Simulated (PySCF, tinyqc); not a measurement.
Worked calculation: MP2 on RHF in the sto-6g basis, for BeH+, spin multiplicity 1. The lowest restricted solution is unstable here: a spin-polarised one lies 0.0042 hartree lower (PySCF). Computed by tinyqc, a small Python program that keeps every step (integrals from PySCF). Settings: charge = 1, multiplicity = 1, basis = sto-6g, method = RHF, energy threshold = 1e-10, iteration cap = 84, orthogonalisation = symmetric, start = core, DIIS depth = 6. Command: `OMP_NUM_THREADS=1 python tinyqc.py 28295 28296 out.jsonl` (the two numbers bound the seeds that draw the settings). One thread of a shared host (Intel(R) Xeon(R) Processor @ 2.60GHz), about 0.1 s of CPU time with the checks. Later iterations appear only in the table of the cycle.

## One-electron integrals

Geometry (angstrom):
```
atom        x        y        z
Be    0.00000  0.00000  0.00000
H     0.00000  0.00000  1.78200
```

Basis sto-6g: exponents (1/bohr^2) and contraction coefficients of normalised primitives:
```
element  l (shell)   exponent  coefficient
Be           s (1)  312.87049      0.00916
Be           s (1)   57.36446      0.04936
Be           s (1)   16.04851      0.16854
Be           s (1)    5.51310      0.37056
Be           s (1)    2.14090      0.41649
Be           s (1)    0.88174      0.13033
Be           s (2)   13.63325     -0.01325
Be           s (2)    2.69838     -0.04699
Be           s (2)    0.83865     -0.03379
Be           s (2)    0.32266      0.25024
Be           s (2)    0.14013      0.59512
Be           s (2)    0.06423      0.24071
Be           p (3)   13.63325      0.00376
Be           p (3)    2.69838      0.03768
Be           p (3)    0.83865      0.17390
Be           p (3)    0.32266      0.41804
Be           p (3)    0.14013      0.42586
Be           p (3)    0.06423      0.10171
H            s (1)   35.52322      0.00916
H            s (1)    6.51314      0.04936
H            s (1)    1.82214      0.16854
H            s (1)    0.62596      0.37056
H            s (1)    0.24308      0.41649
H            s (1)    0.10011      0.13033
```

Overlap, kinetic and nuclear-attraction integrals over the contracted functions; the nuclear repulsion is the sum of Za Zb / Rab.

nuclear repulsion = 1.1878276 hartree

overlap S, order 1Be 1s, 1Be 2s, 1Be 2px, 1Be 2py, 1Be 2pz, 2H 1s:
```
[[1.00000, 0.25476, 0.00000, 0.00000, 0.00000, 0.02676],
 [0.25476, 1.00000, 0.00000, 0.00000, 0.00000, 0.29861],
 [0.00000, 0.00000, 1.00000, 0.00000, 0.00000, 0.00000],
 [0.00000, 0.00000, 0.00000, 1.00000, 0.00000, 0.00000],
 [0.00000, 0.00000, 0.00000, 0.00000, 1.00000, 0.38178],
 [0.02676, 0.29861, 0.00000, 0.00000, 0.38178, 1.00000]]
```

kinetic energy T (hartree), order 1Be 1s, 1Be 2s, 1Be 2px, 1Be 2py, 1Be 2pz, 2H 1s:
```
[[6.76875, -0.20738, 0.00000, 0.00000, 0.00000, -0.00933],
 [-0.20738, 0.22012, 0.00000, 0.00000, 0.00000, 0.01883],
 [0.00000, 0.00000, 0.66127, 0.00000, 0.00000, 0.00000],
 [0.00000, 0.00000, 0.00000, 0.66127, 0.00000, 0.00000],
 [0.00000, 0.00000, 0.00000, 0.00000, 0.66127, 0.07828],
 [-0.00933, 0.01883, 0.00000, 0.00000, 0.07828, 0.76852]]
```

nuclear attraction V (hartree), order 1Be 1s, 1Be 2s, 1Be 2px, 1Be 2py, 1Be 2pz, 2H 1s:
```
[[-15.01175, -1.72639, 0.00000, 0.00000, -0.01072, -0.19642],
 [-1.72639, -2.59175, 0.00000, 0.00000, -0.10117, -0.69566],
 [0.00000, 0.00000, -2.56786, 0.00000, 0.00000, 0.00000],
 [0.00000, 0.00000, 0.00000, -2.56786, 0.00000, 0.00000],
 [-0.01072, -0.10117, 0.00000, 0.00000, -2.63923, -0.87506],
 [-0.19642, -0.69566, 0.00000, 0.00000, -0.87506, -2.42594]]
```

core Hamiltonian H = T + V (hartree), order 1Be 1s, 1Be 2s, 1Be 2px, 1Be 2py, 1Be 2pz, 2H 1s:
```
[[-8.24300, -1.93377, 0.00000, 0.00000, -0.01072, -0.20575],
 [-1.93377, -2.37163, 0.00000, 0.00000, -0.10117, -0.67683],
 [0.00000, 0.00000, -1.90659, 0.00000, 0.00000, 0.00000],
 [0.00000, 0.00000, 0.00000, -1.90659, 0.00000, 0.00000],
 [-0.01072, -0.10117, 0.00000, 0.00000, -1.97797, -0.79677],
 [-0.20575, -0.67683, 0.00000, 0.00000, -0.79677, -1.65742]]
```

## Two-electron integrals

Functions are numbered as in S; the eight-fold symmetry (ij|kl) = (ji|kl) = (kl|ij) leaves the list below.

Two-electron integrals (ij|kl) in chemists' order, unique and non-zero (hartree):
```
(11|11) 2.30000   (21|11) 0.36188   (21|21) 0.07193   (22|11) 0.57033
(22|21) 0.13965   (22|22) 0.41777   (31|31) 0.01525   (32|31) 0.02255
(32|32) 0.09234   (33|11) 0.57033   (33|21) 0.13965   (33|22) 0.41777
(33|33) 0.45012   (41|41) 0.01525   (42|41) 0.02255   (42|42) 0.09234
(43|43) 0.02426   (44|11) 0.57033   (44|21) 0.13965   (44|22) 0.41777
(44|33) 0.40160   (44|44) 0.45012   (51|51) 0.01525   (52|51) 0.02255
(52|52) 0.09234   (53|53) 0.02426   (54|54) 0.02426   (55|11) 0.57033
(55|21) 0.13965   (55|22) 0.41777   (55|33) 0.40160   (55|44) 0.40160
(55|55) 0.45012   (61|11) 0.03858   (61|21) 0.00747   (61|22) 0.01454
(61|33) 0.01442   (61|44) 0.01442   (61|51) 0.00075   (61|52) 0.00148
(61|55) 0.01478   (61|61) 0.00082   (62|11) 0.12329   (62|21) 0.03085
(62|22) 0.10442   (62|33) 0.10017   (62|44) 0.10017   (62|51) 0.00420
(62|52) 0.02738   (62|55) 0.11291   (62|61) 0.00358   (62|62) 0.04383
(63|31) 0.00254   (63|32) 0.01252   (63|53) 0.00438   (63|63) 0.00334
(64|41) 0.00254   (64|42) 0.01252   (64|54) 0.00438   (64|64) 0.00334
(65|11) 0.14365   (65|21) 0.03631   (65|22) 0.12783   (65|33) 0.12045
(65|44) 0.12045   (65|51) 0.00668   (65|52) 0.04242   (65|55) 0.14258
(65|61) 0.00437   (65|62) 0.06039   (65|65) 0.08490   (66|11) 0.29652
(66|21) 0.07546   (66|22) 0.28594   (66|33) 0.26684   (66|44) 0.26684
(66|51) 0.01051   (66|52) 0.09196   (66|55) 0.32414   (66|61) 0.00892
(66|62) 0.16183   (66|65) 0.23446   (66|66) 0.77500
```

## Orthogonalisation

S = U s U^T; symmetric (Loewdin) form X = U s^(-1/2) U^T, so that X^T S X = 1.

eigenvalues of S: [0.49457, 0.80175, 1.00000, 1.00000, 1.18044, 1.52323]

X, order 1Be 1s, 1Be 2s, 1Be 2px, 1Be 2py, 1Be 2pz, 2H 1s:
```
[[1.02638, -0.13844, 0.00000, 0.00000, -0.00692, 0.01992],
 [-0.13844, 1.06876, 0.00000, 0.00000, 0.05357, -0.18120],
 [0.00000, 0.00000, 1.00000, 0.00000, 0.00000, 0.00000],
 [0.00000, 0.00000, 0.00000, 1.00000, 0.00000, 0.00000],
 [-0.00692, 0.05357, 0.00000, 0.00000, 1.06643, -0.22576],
 [0.01992, -0.18120, 0.00000, 0.00000, -0.22576, 1.10785]]
```

## Starting guess

The start is the orbitals of the core Hamiltonian; D = 2 C_occ C_occ^T.

D at the start, order 1Be 1s, 1Be 2s, 1Be 2px, 1Be 2py, 1Be 2pz, 2H 1s:
```
[[2.10364, -0.38769, 0.00000, 0.00000, -0.22552, 0.01310],
 [-0.38769, 1.42612, 0.00000, 0.00000, 0.97526, -0.00083],
 [0.00000, 0.00000, 0.00000, 0.00000, 0.00000, 0.00000],
 [0.00000, 0.00000, 0.00000, 0.00000, 0.00000, 0.00000],
 [-0.22552, 0.97526, 0.00000, 0.00000, 0.66772, -0.00031],
 [0.01310, -0.00083, 0.00000, 0.00000, -0.00031, 0.00008]]
```

## Iteration 1: building the Fock matrix

J_ij = sum D_kl (ij|kl), K_ij = sum D_kl (ik|jl); F = H + J - 0.5 K; E = tr D H + tr D J / 2 - 0.25 tr D K + E_nn.

Coulomb J (hartree), order 1Be 1s, 1Be 2s, 1Be 2px, 1Be 2py, 1Be 2pz, 2H 1s:
```
[[5.75270, 0.99804, 0.00000, 0.00000, 0.03712, 0.10851],
 [0.99804, 1.96639, 0.00000, 0.00000, 0.16991, 0.51126],
 [0.00000, 0.00000, 1.95560, 0.00000, 0.00000, 0.00000],
 [0.00000, 0.00000, 0.00000, 1.95560, 0.00000, 0.00000],
 [0.03712, 0.16991, 0.00000, 0.00000, 1.98798, 0.63126],
 [0.10851, 0.51126, 0.00000, 0.00000, 0.63126, 1.36399]]
```

exchange K (hartree), order 1Be 1s, 1Be 2s, 1Be 2px, 1Be 2py, 1Be 2pz, 2H 1s:
```
[[4.67153, 0.72816, 0.00000, 0.00000, 0.02799, 0.08967],
 [0.72816, 0.70110, 0.00000, 0.00000, 0.46127, 0.31893],
 [0.00000, 0.00000, 0.16252, 0.00000, 0.00000, 0.00000],
 [0.00000, 0.00000, 0.00000, 0.16252, 0.00000, 0.00000],
 [0.02799, 0.46127, 0.00000, 0.00000, 0.44686, 0.28024],
 [0.08967, 0.31893, 0.00000, 0.00000, 0.28024, 0.23385]]
```

Fock matrix F (hartree), order 1Be 1s, 1Be 2s, 1Be 2px, 1Be 2py, 1Be 2pz, 2H 1s:
```
[[-4.82606, -1.29981, 0.00000, 0.00000, 0.01241, -0.14207],
 [-1.29981, -0.75579, 0.00000, 0.00000, -0.16190, -0.32503],
 [0.00000, 0.00000, -0.03225, 0.00000, 0.00000, 0.00000],
 [0.00000, 0.00000, 0.00000, -0.03225, 0.00000, 0.00000],
 [0.01241, -0.16190, 0.00000, 0.00000, -0.21342, -0.30563],
 [-0.14207, -0.32503, 0.00000, 0.00000, -0.30563, -0.41035]]
```

total energy of this density = -14.5269234 hartree

## Iteration 1: diagonalisation and new density

Diagonalise F' = X^T F X, C = X C', fill 2 alpha and 2 beta electrons from the bottom; D = 2 C_occ C_occ^T. Each column has its largest component positive (the first on a tie).

F' = X^T F X (hartree):
```
[[-4.73369, -0.63749, 0.00000, 0.00000, 0.02363, 0.00330],
 [-0.63749, -0.47926, 0.00000, 0.00000, -0.10472, -0.17847],
 [0.00000, 0.00000, -0.03225, 0.00000, 0.00000, 0.00000],
 [0.00000, 0.00000, 0.00000, -0.03225, 0.00000, 0.00000],
 [0.02363, -0.10472, 0.00000, 0.00000, -0.12916, -0.21500],
 [0.00330, -0.17847, 0.00000, 0.00000, -0.21500, -0.26811]]
```

orbital energies (hartree): [-4.82728, -0.61244, -0.19886, -0.03225, -0.03225, 0.02836]

coefficients C, order 1Be 1s, 1Be 2s, 1Be 2px, 1Be 2py, 1Be 2pz, 2H 1s:
```
[[0.99548, -0.18577, -0.21612, 0.00000, 0.00000, -0.02918],
 [0.01727, 0.63797, 0.86307, 0.00000, 0.00000, 0.21195],
 [0.00000, 0.00000, 0.00000, 0.81517, 0.57922, 0.00000],
 [0.00000, 0.00000, 0.00000, -0.57922, 0.81517, 0.00000],
 [-0.00179, 0.34678, -0.31717, 0.00000, 0.00000, 0.98504],
 [-0.00084, 0.45647, -0.59986, 0.00000, 0.00000, -0.86216]]
```

D after iteration 1, order 1Be 1s, 1Be 2s, 1Be 2px, 1Be 2py, 1Be 2pz, 2H 1s:
```
[[2.05100, -0.20264, 0.00000, 0.00000, -0.13241, -0.17127],
 [-0.20264, 0.81461, 0.00000, 0.00000, 0.44241, 0.58240],
 [0.00000, 0.00000, 0.00000, 0.00000, 0.00000, 0.00000],
 [0.00000, 0.00000, 0.00000, 0.00000, 0.00000, 0.00000],
 [-0.13241, 0.44241, 0.00000, 0.00000, 0.24052, 0.31659],
 [-0.17127, 0.58240, 0.00000, 0.00000, 0.31659, 0.41673]]
```

Within a degenerate level the vectors are fixed only up to a rotation; this is one choice.

## Iteration 8 (converged): orbitals

converged F (hartree), order 1Be 1s, 1Be 2s, 1Be 2px, 1Be 2py, 1Be 2pz, 2H 1s:
```
[[-5.06214, -1.35865, 0.00000, 0.00000, 0.01583, -0.14346],
 [-1.35865, -0.81723, 0.00000, 0.00000, -0.09966, -0.38137],
 [0.00000, 0.00000, -0.12890, 0.00000, 0.00000, 0.00000],
 [0.00000, 0.00000, 0.00000, -0.12890, 0.00000, 0.00000],
 [0.01583, -0.09966, 0.00000, 0.00000, -0.24129, -0.33132],
 [-0.14346, -0.38137, 0.00000, 0.00000, -0.33132, -0.42111]]
```

As before.

F' = X^T F X (hartree):
```
[[-4.96653, -0.66362, 0.00000, 0.00000, 0.01517, 0.01657],
 [-0.66362, -0.50766, 0.00000, 0.00000, -0.01965, -0.25257],
 [0.00000, 0.00000, -0.12890, 0.00000, 0.00000, 0.00000],
 [0.00000, 0.00000, 0.00000, -0.12890, 0.00000, 0.00000],
 [0.01517, -0.01965, 0.00000, 0.00000, -0.14076, -0.25510],
 [0.01657, -0.25257, 0.00000, 0.00000, -0.25510, -0.24395]]
```

orbital energies (hartree): [-5.06331, -0.65504, -0.25427, -0.12890, -0.12890, 0.11371]

coefficients C, order 1Be 1s, 1Be 2s, 1Be 2px, 1Be 2py, 1Be 2pz, 2H 1s:
```
[[0.99573, -0.18803, -0.19021, 0.00000, 0.00000, 0.10025],
 [0.01644, 0.64573, 0.73752, 0.00000, 0.00000, -0.48574],
 [0.00000, 0.00000, 0.00000, 0.27018, 0.96281, 0.00000],
 [0.00000, 0.00000, 0.00000, 0.96281, -0.27018, 0.00000],
 [-0.00245, 0.26135, -0.59460, 0.00000, 0.00000, -0.87710],
 [-0.00146, 0.50233, -0.35956, 0.00000, 0.00000, 0.96431]]
```

D after iteration 8, order 1Be 1s, 1Be 2s, 1Be 2px, 1Be 2py, 1Be 2pz, 2H 1s:
```
[[2.05365, -0.21009, 0.00000, 0.00000, -0.10316, -0.19181],
 [-0.21009, 0.83447, 0.00000, 0.00000, 0.33745, 0.64869],
 [0.00000, 0.00000, 0.00000, 0.00000, 0.00000, 0.00000],
 [0.00000, 0.00000, 0.00000, 0.00000, 0.00000, 0.00000],
 [-0.10316, 0.33745, 0.00000, 0.00000, 0.13662, 0.26258],
 [-0.19181, 0.64869, 0.00000, 0.00000, 0.26258, 0.50467]]
```

Within a degenerate level the vectors are fixed only up to a rotation; this is one choice.

## Convergence

Stop when the energy changes by less than 1e-10 hartree and every element of the error matrix X^T (F D S - S D F) X is below 3e-06.

Course of the cycle:
```
iteration  E (hartree)     change  largest element of the error matrix
1          -14.5269234          -                             3.05e-01
2          -14.7677332  -2.41e-01                             5.42e-02
3          -14.7724967  -4.76e-03                             1.12e-02
4          -14.7729849  -4.88e-04                             4.55e-03
5          -14.7730636  -7.87e-05                             1.23e-04
6          -14.7730637  -5.58e-08                             2.41e-05
7          -14.7730637  -2.42e-09                             2.02e-07
8          -14.7730637  -6.39e-14                             2.46e-08
```

PySCF RHF in the same basis = -14.7730637 hartree

Converged in 8 iterations.

## Populations, bond orders and dipole

Mulliken: Z minus the diagonal of D S on the atom; Loewdin: the same with S^(1/2) D S^(1/2); Mayer order: 2 sum_s sum (D(s) S)_ij (D(s) S)_ji over the two atoms.

Charges (e):
```
atom  Mulliken  Loewdin
1Be    0.79349  0.81176
2H     0.20651  0.18824
```

Mayer bond orders:
```
pair    order
2-1   0.95735
```

dipole moment about the origin, x y z (debye): [0.00000, 0.00000, -1.41110]

## Integrals over molecular orbitals

(pq|rs) = sum C_ip C_jq C_kr C_ls (ij|kl), one index at a time.

one-electron integrals over orbitals h = C^T H C (hartree):
```
[[-8.23597, 0.17354, 0.19915, 0.00000, 0.00000, -0.07084],
 [0.17354, -2.00659, -0.06817, 0.00000, 0.00000, 0.23701],
 [0.19915, -0.06817, -1.88283, 0.00000, 0.00000, -0.08548],
 [0.00000, 0.00000, 0.00000, -1.90659, 0.00000, 0.00000],
 [0.00000, 0.00000, 0.00000, 0.00000, -1.90659, 0.00000],
 [-0.07084, 0.23701, -0.08548, 0.00000, 0.00000, -1.65920]]
```

Two-electron integrals over orbitals (pq|rs), unique and non-zero (hartree):
```
(11|11) 2.28458    (21|11) -0.17269   (21|21) 0.02223    (22|11) 0.45516
(22|21) -0.00085   (22|22) 0.46347    (31|11) -0.17650   (31|21) 0.01865
(31|22) -0.01428   (31|31) 0.02794    (32|11) 0.07651    (32|21) -0.00591
(32|22) -0.06619   (32|31) 0.00146    (32|32) 0.05919    (33|11) 0.53298
(33|21) -0.01119   (33|22) 0.32486    (33|31) 0.00247    (33|32) 0.03390
(33|33) 0.43301    (41|41) 0.01588    (42|41) 0.01389    (42|42) 0.04485
(43|41) 0.01377    (43|42) 0.03419    (43|43) 0.04904    (44|11) 0.57011
(44|21) -0.00568   (44|22) 0.34910    (44|31) -0.00576   (44|32) 0.03839
(44|33) 0.38552    (44|44) 0.45012    (51|51) 0.01588    (52|51) 0.01389
(52|52) 0.04485    (53|51) 0.01377    (53|52) 0.03419    (53|53) 0.04904
(54|54) 0.02426    (55|11) 0.57011    (55|21) -0.00568   (55|22) 0.34910
(55|31) -0.00576   (55|32) 0.03839    (55|33) 0.38552    (55|44) 0.40160
(55|55) 0.45012    (61|11) 0.08988    (61|21) -0.01491   (61|22) -0.00876
(61|31) -0.00338   (61|32) 0.00795    (61|33) 0.01545    (61|44) 0.00213
(61|55) 0.00213    (61|61) 0.01683    (62|11) -0.13813   (62|21) 0.00153
(62|22) 0.02434    (62|31) 0.00858    (62|32) -0.05535   (62|33) -0.01331
(62|44) -0.06947   (62|55) -0.06947   (62|61) 0.00455    (62|62) 0.12020
(63|11) 0.07037    (63|21) -0.00286   (63|22) -0.05700   (63|31) 0.00536
(63|32) 0.05456    (63|33) 0.05254    (63|44) 0.03411    (63|55) 0.03411
(63|61) 0.00720    (63|62) -0.05968   (63|63) 0.07082    (64|41) -0.00740
(64|42) -0.02609   (64|43) -0.00872   (64|64) 0.02287    (65|51) -0.00740
(65|52) -0.02609   (65|53) -0.00872   (65|65) 0.02287    (66|11) 0.48561
(66|21) -0.00157   (66|22) 0.46936    (66|31) -0.01297   (66|32) -0.06939
(66|33) 0.35252    (66|44) 0.35298    (66|55) 0.35298    (66|61) -0.00717
(66|62) 0.05036    (66|63) -0.06002   (66|66) 0.50604
```

## Second-order Moller-Plesset energy

Hartree-Fock energy = -14.7730637 hartree

E2 = sum_ijab (ia|jb) [2 (ia|jb) - (ib|ja)] / (e_i + e_j - e_a - e_b) over occupied i, j and virtual a, b; the opposite-spin part is (ia|jb)^2 / denominator, the rest is same-spin, and SCS-MP2 scales them by 6/5 and 1/3.

Terms:
```
i  j  a  b   (ia|jb)   (ib|ja)  denominator       term
2  2  6  6   0.12020   0.12020     -1.53749   -0.00940
2  2  3  3   0.05919   0.05919     -0.80154   -0.00437
2  2  6  3  -0.05535  -0.05535     -1.16951   -0.00262
2  2  3  6  -0.05535  -0.05535     -1.16951   -0.00262
2  2  4  4   0.04485   0.04485     -1.05226   -0.00191
2  2  5  5   0.04485   0.04485     -1.05226   -0.00191
1  1  3  3   0.02794   0.02794     -9.61808   -0.00008
2  1  4  4   0.01389   0.01389     -5.46053  -3.53e-05
2  1  5  5   0.01389   0.01389     -5.46053  -3.53e-05
1  2  4  4   0.01389   0.01389     -5.46053  -3.53e-05
1  2  5  5   0.01389   0.01389     -5.46053  -3.53e-05
1  1  6  6   0.01683   0.01683    -10.35403  -2.73e-05
1  1  4  4   0.01588   0.01588     -9.86880  -2.55e-05
1  1  5  5   0.01588   0.01588     -9.86880  -2.55e-05
2  1  6  3   0.00858   0.00795     -5.57778  -1.42e-05
1  2  3  6   0.00858   0.00795     -5.57778  -1.42e-05
1  2  6  3   0.00795   0.00858     -5.57778  -1.04e-05
2  1  3  6   0.00795   0.00858     -5.57778  -1.04e-05
1  2  6  6   0.00455   0.00455     -5.94576  -3.48e-06
2  1  6  6   0.00455   0.00455     -5.94576  -3.48e-06
1  1  6  3  -0.00338  -0.00338     -9.98605  -1.14e-06
1  1  3  6  -0.00338  -0.00338     -9.98605  -1.14e-06
1  2  3  3   0.00146   0.00146     -5.20981  -4.07e-07
2  1  3  3   0.00146   0.00146     -5.20981  -4.07e-07
```

Pair energies (hartree; pair i-j sums ij and ji):
```
pair  opposite spin  same spin
1-1        -0.00016          0
2-1        -0.00020  -1.43e-07
2-2        -0.02283          0
```

MP2 correlation energy = -0.0231915 hartree

SCS-MP2 correlation energy = -0.0278296 hartree

MP2 total energy = -14.7962551 hartree
